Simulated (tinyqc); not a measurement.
What moves the efficiency: defect, radiative and Auger recombination at equal electron and hole densities (ABC model).

J/(e d) = Ae n + B n^2 + C n^3 with Ae = A + 4 S/w (four side walls, carriers spread evenly), e = 1.602176634e-19 C, lengths in cm; internal efficiency IQE = B n^2/(Ae n + B n^2 + C n^3); all injected carriers recombine in the layer.

Parameters, chosen for this exercise (orders of magnitude like those quoted for InP; not measured data):

| symbol | value | unit | meaning |
|---|---|---|---|
| A | 16000000 | 1/s | defect rate |
| B | 1.4e-10 | cm^3/s | radiative coefficient |
| C | 1.2e-30 | cm^6/s | Auger coefficient |
| S | 0 | cm/s | recombination velocity of the side walls |
| w | 110 | micrometre | side of the square mesa |
| d | 120 | nm | active thickness |
| J | 180000 | A/cm^2 | current density |

IQE_max = Q/(Q + 2) with Q = B/sqrt(Ae C), reached at n = sqrt(Ae/C).

Results for these values:

| case | n (1/cm^3) | IQE | IQE_max | J at the peak (A/cm^2) |
|---|---|---|---|---|
| base | 2.354e+19 | 0.8287 | 0.9411 | 3.81e+03 |

What happens to each result for J = 540000 A/cm^2, all else kept?

Answer: n rises from 2.354e+19 to 3.876e+19; IQE falls from 0.8287 to 0.7490; IQE_max does not change at the printed digits; J at the peak does not change at the printed digits.

The same for each parameter in turn:

| case | n (1/cm^3) | IQE | IQE_max | J at the peak (A/cm^2) |
|---|---|---|---|---|
| base | 2.354e+19 | 0.8287 | 0.9411 | 3.81e+03 |
| A = 32000000 1/s | 2.350e+19 | 0.8257 | 0.9187 | 7.81e+03 |
| B = 2.1e-10 cm^3/s | 1.997e+19 | 0.8945 | 0.9599 | 5.61e+03 |
| C = 2.4e-30 cm^6/s | 2.200e+19 | 0.7235 | 0.9187 | 1.95e+03 |
| d = 240 nm | 1.703e+19 | 0.8675 | 0.9411 | 7.63e+03 |
| J = 540000 A/cm^2 | 3.876e+19 | 0.7490 | 0.9411 | 3.81e+03 |

tinyqc: `OMP_NUM_THREADS=1 python tinyqc.py 1680327 1680328 out.jsonl`; about 0.01 s, one thread, shared Intel(R) Xeon(R) Processor @ 2.30GHz.
